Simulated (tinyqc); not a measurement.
What moves the results: quasiparticle equation with a plasmon-pole self-energy for two band edges. A value that a table varies takes the place of the one given here.

For each edge E = e + X + Sc(E), with the correlation part Sc(E) = A[0]/(E - a + w) + A[1]/(E - b - w); a and b are the valence and conduction energies that enter the Green function (a = ev, b = ec in the one-shot scheme). Z = 1/(1 - dSc/dE), dSc/dE = -A[0]/(E - a + w)^2 - A[1]/(E - b - w)^2.

Parameters, chosen for this exercise (scales of the order of those of GaN; the results hold for these values, not for the real material):
```
symbol  value         unit  meaning
ev      0             eV    mean-field valence top
ec      1.83          eV    mean-field conduction edge
w       17.7          eV    pole energy
Av      (52.5, 19.6)  eV^2  weights of the valence state on the hole and electron poles
Ac      (26.6, 50.1)  eV^2  the same for the conduction state
Xv      -2.82         eV    exchange minus the mean-field potential, valence
Xc      2.6           eV    the same, conduction
```

## Schemes compared

Z = 1; linearised; exact one-shot; energies updated in G (a, b); updated in G and W, where w grows by half of the opening of the gap (a rule chosen for the exercise).

Results (eV):
```
scheme,Ev,Ec,gap,opening
mean field,0.000,1.830,1.830,0.000
Z = 1,-0.857,2.961,3.819,1.989
linearised,-0.703,2.750,3.454,1.624
"one-shot, exact",-0.701,2.746,3.447,1.617
update G,-0.773,2.847,3.620,1.790
update G and W,-0.882,2.932,3.814,1.984
```

How do the results move?

The openings run from 1.617 (one-shot, exact) to 1.989 eV (Z = 1). Linearising moves the gap by 7 meV, updating G +174 meV and updating W a further +193 meV: once Z is kept, the level of self-consistency matters more than linearising.

## The starting point

The mean-field gap is opened by d (ev lowered by d/2, ec raised by d/2) and X is changed by the opposite amounts, so that e + X stays; one-shot and G-updated gaps.

Gaps (eV):
```
d,start,one-shot,update G
0.0,1.830,3.4465,3.6203
0.2,2.030,3.4665,3.6203
0.4,2.230,3.4863,3.6203
0.6,2.430,3.5060,3.6203
0.9,2.730,3.5352,3.6203
1.2,3.030,3.5640,3.6203
1.6,3.430,3.6018,3.6203
```

What can be read from the table?

The one-shot gap moves by a fraction 0.10 of any change of the starting gap, while the updated gap, 3.6203 eV, does not depend on it. The two agree where the start already equals the result, near d = 1.79 eV. A real change of starting point alters the orbitals and the screening too; this model holds both fixed.

## What each parameter does

Exact one-shot edges and Z of the valence state there. Each row changes one parameter from the base and keeps the others.

Results:
```
case,Ev (eV),Ec (eV),gap (eV),Z
base,-0.7005,2.7460,3.4465,0.8133
w = 18.59 eV,-0.7938,2.8248,3.6186,0.8269
Xv = -2.92 eV,-0.7818,2.7460,3.5278,0.8124
Xc = 2.7 eV,-0.7005,2.8265,3.5270,0.8133
ec = 1.93 eV,-0.6966,2.8409,3.5375,0.8137
"Av = (55.12, 19.6) eV^2",-0.5760,2.7460,3.3220,0.8088
"Ac = (26.6, 52.6) eV^2",-0.7005,2.6268,3.3273,0.8133
```

What does this show?

The largest shifts from the base row, up to three for each result and ties (the steps differ in size, so this ranks the rows, not the parameters). Ev (eV): Av +0.1245, w -0.0933, Xv -0.0813; unchanged at the printed digits by Xc and Ac. Ec (eV): Ac -0.1192, ec +0.0949, Xc +0.0805; unchanged at the printed digits by Xv and Av. gap (eV): w +0.1721, Av -0.1245, Ac -0.1192. Z: w +0.0136, Av -0.0045, Xv -0.0009; unchanged at the printed digits by Xc and Ac.

Run: tinyqc, `OMP_NUM_THREADS=1 python tinyqc.py 1850147 1850148 out.jsonl`; Intel(R) Xeon(R) Processor @ 2.30GHz, one thread, shared host; about 0.02 s of CPU time with all checks.
